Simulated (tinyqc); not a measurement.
# From one set of inputs to another, one input at a time

Model: Heisenberg magnet: exchange from energy differences, ordering vector, linear spin waves and ordering temperature. Computed by tinyqc, a small Python program. Command: `OMP_NUM_THREADS=1 python tinyqc.py 3027731 3027732 out.jsonl magnon ladder`. One thread of a shared host (Intel(R) Xeon(R) Processor @ 2.30GHz), about 2 s of CPU time with the checks.

H = -sum over pairs <ij> J_ij S_i.S_j - K sum_i (S_i^z)^2, each pair once, J > 0 ferromagnetic. First neighbours: 8 at a (0.5, 0.5, 0.5), second: 6 at a (1, 0, 0), with all permutations and signs.

The inputs printed are set A. Inputs not listed in the table keep their values of set A, so the rows need not describe a real material.

Inputs (values chosen for the exercise, for a model magnet):
```
quantity                   value      unit
exchange J1                0.374       meV
exchange J2              -0.0029       meV
spin S                       1.5         -
single-ion anisotropy K    0.011       meV
lattice constant a          3.85  angstrom
mesh divisions n              24         -
temperature T                 11         K
```

Lattice: bcc. Order: ferromagnetic.

wave vector q (2 pi/a): 0.28  0.19  0.28

Constants: h x 1 THz = 4.135667696 meV; k_B = 8.617333262e-05 eV/K.

Method:
- J(q) = J1 g1(q) + J2 g2(q), g_s(q) = sum over shell s of cos(q.R).
- g_s(q) = sum over shell s of cos(q.R), z1 = g1(0). E(q) = S [J(0) - J(q)] + (2S - 1) K, J(q) = J1 g1 + J2 g2. The factor 2S - 1 removes the anisotropy for S = 1/2.
- sum R_x^2 over the shells is s1 = 2 a^2 and s2 = 2 a^2. E = gap + D q^2 with D = (S/2)(J1 s1 + J2 s2) and gap = (2S - 1) K.
- Mesh: q = sum_i (m_i + 1/2)/n b_i, m_i = 0..n-1, b = [[0, 1, 1], [1, 0, 1], [1, 1, 0]] in 2 pi/a; <..> is the mean over the mesh.
- n = 1/(exp(E/(k_B T)) - 1); no zero-point loss; thermal loss <n>; moment = S less the losses.

Each row keeps all changes above it:
```
input moved                       from    to  E(q) (meV)  gap (meV)  thermal loss
set A                                -     -       2.976      0.022      0.066247
exchange J2 (meV)              -0.0029  0.24       5.167      0.022      0.027848
lattice constant a (angstrom)     3.85  5.21       5.167      0.022      0.027848
exchange J1 (meV)                0.374  3.09      26.806      0.022      0.001723
temperature T (K)                   11    89      26.806      0.022      0.060459
single-ion anisotropy K (meV)    0.011   0.1      26.984      0.200      0.054577
```

E(q) goes from 2.98 to 27.0, a factor 9.07 in all. The largest single move comes from exchange J1 (a factor 5.19). gap goes from 0.0220 to 0.200, a factor 9.09 in all. The largest single move comes from single-ion anisotropy K (a factor 9.09). Thermal loss goes from 0.0662 to 0.0546, a factor 0.824 in all. The largest single move comes from temperature T (a factor 35.1), but it runs against the net change; the largest move in the direction of the net change is exchange J1 (a factor 0.0619). The single moves hold for this order of the switches; the total does not depend on the order.

Caution (rows exchange J1): doubling the mesh changes the thermal sum by more than 3 %, so it is not fully converged.

Extremes, crossings and ranges named in words are read from the listed rows.
